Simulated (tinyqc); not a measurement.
# Surface segregation during layer-by-layer epitaxy: two-layer exchange kinetics and the shape of quantum wells and delta layers, step by step

A worked calculation. Computed by tinyqc, a small Python program that keeps every step. Command: `OMP_NUM_THREADS=1 python tinyqc.py 3023917 3023918 out.jsonl mbeseg walk`. One thread of a shared host (Intel(R) Xeon(R) Processor @ 2.30GHz), about 0.04 s of CPU time with the checks. Intermediate numbers are printed to about 6 digits and carried at full precision; extremes and crossings named in words are read from the listed rows.

Atoms A and B exchange only between the growing layer and the one below it. B is supplied for N layers, then pure A follows.

Inputs (values chosen for the exercise, close to those used for germanium in silicon): barrier E1 for B to move up = 1.6 eV; segregation energy E_s = 0.32 eV; attempt frequency nu = 10 THz; growth rate G = 1.8 layers/s; share x0 of B in the flux during the well = 0.37; layers in the well N = 2; layer thickness = 1.36 angstrom; temperature T = 490 C.

Constants: k_B = 8.617333262e-05 eV/K.

## Exchange rates

p1 = nu exp(-E1/(k_B T)) (B up, A down), p2 = nu exp(-(E1 + E_s)/(k_B T)) (B down); time per layer tau = 1/G; K = p1/p2. Temperatures in kelvin are T(C) + 273.15. Dilute equilibrium share passed up per layer R_eq = K/(1 + K).

p1 = 271.478 1/s

p2 = 2.09162 1/s

p1 tau = 150.821

K = 129.794

R_eq = 0.992354

Exchange is fast against growth: the two layers are near equilibrium.

## The second layer

Each layer is deposited complete with B share x_dep and then exchanges for the time tau = 1/G with the layer below, whose share is b (total c = s + b fixed): ds/dt = p1 b (1 - s) - p2 s (1 - b), s(0) = x_dep. With the roots s1 < s2 of the right side, (s - s1)/(s - s2) = [(s(0) - s1)/(s(0) - s2)] exp(-(p1 - p2)(s2 - s1) tau). The lower layer is then buried with c - s, and s becomes the b of the next layer. Layer 1 is deposited on pure A with share x0; with nothing to lift from below, take b = 0 and s(0) = x0 for it. Then layer 2 has x_dep = x0.

share in layer 1 after its exchange = 0.365580

root s1 for layer 2 = 0.716482

root s2 for layer 2 = 1.03463

share in layer 2 after its exchange = 0.716482

share buried in layer 1 = 0.0190984

## Buried profile

In the dilute tail each layer passes up the share R = R_eq (1 - exp(-(p1 + p2) tau)); decay length = -layer thickness/ln R. Index 0 is the last layer of pure A below the well. Share of B outside the intended layers 1..N = 1 - (sum over 1..N)/(N x0).

Share of B:
```
layer  intended     buried
0          0.00  0.0044201
1          0.37  0.0190984
2          0.37  0.0175702
3          0.00  0.0163001
4          0.00  0.0152238
5          0.00  0.0142972
6          0.00  0.0134889
7          0.00  0.0127761
8          0.00  0.0121416
12         0.00  0.0101630
17         0.00  0.0084711
27         0.00  0.0063580
```

share passed up R = 0.992354

decay length = 177.198 angstrom

peak share (largest buried share) = 0.0190984

share of B outside the well = 0.950448

The peak reaches 5 % of x0. B is missing at the lower interface and trails into the cap. Caution: the floating layer fills towards saturation, so the dilute decay length holds only far out in the tail. Caution: two-layer exchange with complete layers is a simplification that can understate segregation at low temperature; desorption, step-edge exchange and surfactants are left out.

## Kinetic against equilibrium segregation over temperature

R_eq = K/(1 + K).

Segregation:
```
T (C)       p1 tau      R_eq         R  decay length (angstrom)  peak share
370    1.61061e+00  0.996902  0.798750                    6.052    0.173994
410    8.73181e+00  0.995661  0.995506                  301.969    0.024808
450    3.92649e+01  0.994148  0.994148                  231.717    0.015028
490    1.50821e+02  0.992354  0.992354                  177.198    0.019098
530    5.06645e+02  0.990278  0.990278                  139.209    0.023565
570    1.51710e+03  0.987922  0.987922                  111.924    0.028351
610    4.11318e+03  0.985295  0.985295                   91.806    0.033380
650    1.02283e+04  0.982408  0.982408                   76.627    0.038580
```

The decay length peaks at 410 C among these rows: below, exchange is too slow; above, equilibrium rules and K = exp(E_s/(k_B T)) falls.

Checks made by the program: closed form against integration of the exchange equation (relative difference below 1e-10); conservation of B (relative difference below 1e-10).
